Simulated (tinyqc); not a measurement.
Six-band hole subbands of a thin body in a field: sweeps and comparisons. A value that a table varies takes the place of the one given here.

Basis X, Y, Z times spin, hole energies counted downwards from the unstrained edge (the hydrostatic shift is left out), c = hbar^2/2m0. For a symmetric tensor T let C(T) have C_XX = L Txx + M (Tyy + Tzz), C_XY = N Txy (cyclic), L = c (g1 + 4 g2), M = c (g1 - 2 g2), N = 6 c g3. k = q + kz n, n the unit normal, q = k1 u + k2 v with u along the channel [1-10] and v = n x u. H = C(k k^T) + (Dso/3)(1 - L.sigma) - B + e F z with (L_k)_ij = -i epsilon_kij; B is the block C built from the traceless strain with 2b, -b and sqrt(3) d in place of L, M, N. Strain: exx = eyy = (s11 + s12) sx/2, ezz = s12 sx, exy = -s44 sx/4. Hard walls at z = 0 and t; basis sin(j pi z/t), j = 1 to Nz: kz^2 = (j pi/t)^2, kz = -i D with D_jl = 4 j l/(t (j^2 - l^2)), z_jj = t/2 and z_jl = -8 t j l/(pi (j^2 - l^2))^2 for j + l odd; 1 MV/cm = 0.01 eV/angstrom.

Nz = 14. E1 is the top subband at q = 0, gap the distance to the next pair, and the masses are c q^2/(E(q) - E1) at |q| = 0.02 1/angstrom (mean of the spin pair) along the channel [1-10] and across it in the plane; a dash marks a band that does not rise.

Constants: hbar^2/2m0 = 3.80998211 eV angstrom^2.

Parameters, chosen for this exercise (near those of a p-type Si channel; the results hold for these values, not for the real material): g1 = 4.27 (Luttinger gamma1); g2 = 0.34 (gamma2); g3 = 1.45 (gamma3); Dso = 0.045 eV (spin-orbit splitting); b = -2.14 eV (tetragonal potential); d = -4.88 eV (trigonal potential); S = (7.79, -2.16, 12.37) 1/TPa (compliances s11, s12, s44); face = 111 (surface); t = 90 angstrom (body thickness); F = 0 MV/cm (field across the body); sx = -0.5 GPa (stress along the channel [1-10], negative in compression).

## Stress along the channel

Each row has its own sx.

Results:

| sx (GPa) | E1 (meV) | gap (meV) | m channel | m across |
|---|---|---|---|---|
| -3.0 | -91.2 | 19.4 | 0.118 | 1.258 |
| -2.0 | -55.3 | 19.6 | 0.121 | 1.133 |
| -1.0 | -20.4 | 19.8 | 0.129 | 0.860 |
| -0.5 | -4.5 | 19.7 | 0.144 | 0.597 |
| 0.0 | 6.4 | 18.0 | 0.244 | 0.254 |
| 0.5 | 3.6 | 20.2 | 0.431 | 0.155 |
| 1.0 | -4.6 | 21.2 | 0.453 | 0.153 |

Under 2 GPa of compression the channel mass goes from 0.244 to 0.121 m0, the mass across from 0.254 to 1.133; the gap to the next subband is 20, 18 and 21 meV at -2, 0 and +1 GPa. The lightest channel mass of the table, 0.118 m0, is at -3.0 GPa.

## Surface orientation and number of bands

Three faces, six bands; and four bands, with Dso set to 1000 eV.

Results:

| case | E1 (meV) | gap (meV) | m channel | m across |
|---|---|---|---|---|
| (001) 6 bands | 5.0 | 25.0 | 0.178 | 1.327 |
| (001) 4 bands | 8.5 | 22.7 | 0.204 | 0.614 |
| (110) 6 bands | -8.3 | 6.5 | 0.121 | 0.282 |
| (110) 4 bands | 0.3 | 24.8 | 0.148 | 0.295 |
| (111) 6 bands | -4.5 | 19.7 | 0.144 | 0.597 |
| (111) 4 bands | 0.2 | 20.3 | 0.168 | 0.236 |

With six bands the top subband is shallowest on (110) (-8.3 meV) and deepest on (001). Without the stress E1 would be 16.7, 6.4 and 6.4 meV, so the stress moves it by -11.7, -14.7 and -10.8 meV. The lightest channel mass is on (110) (0.121 m0). Dropping the split-off band moves E1 by 3.5, 8.5 and 4.7 meV and the gap by -2.3, 18.4 and 0.6 meV on the three faces, with Dso = 45 meV.

## What each parameter does

Six bands. Each row changes one parameter from the base and keeps the others.

Results:

| case | E1 (meV) | gap (meV) | m channel (m0) | m across (m0) |
|---|---|---|---|---|
| base | -4.5 | 19.7 | 0.144 | 0.597 |
| t = 80 angstrom | -2.7 | 24.7 | 0.147 | 0.595 |
| F = 0.3 MV/cm | 74.0 | 37.9 | 0.164 | 0.620 |
| sx = -1 GPa | -20.4 | 19.8 | 0.129 | 0.860 |
| g3 = 1.35 | -3.6 | 22.5 | 0.145 | 0.474 |
| g2 = 0.39 | -4.5 | 19.7 | 0.143 | 0.572 |
| Dso = 0.068 eV | -3.2 | 19.9 | 0.150 | 0.458 |
| d = -3.9 eV | -2.4 | 19.6 | 0.149 | 0.551 |

The largest shifts from the base row, up to three for each result and ties (the steps differ in size, so this ranks the rows, not the parameters). E1 (meV): F +78.5, sx -16.0, d +2.1; unchanged at the printed digits by g2. gap (meV): F +18.2, t +5.0, g3 +2.8; unchanged at the printed digits by g2. m channel (m0): F +0.020, sx -0.015, Dso +0.006. m across (m0): sx +0.263, Dso -0.139, g3 -0.123.

Computed by tinyqc, a small Python program: `OMP_NUM_THREADS=1 python tinyqc.py 1251198 1251199 out.jsonl` (the numbers bound the seed that draws the inputs); one thread of a shared host (Intel(R) Xeon(R) Processor @ 2.30GHz), about 0.4 s for the whole set of steps.
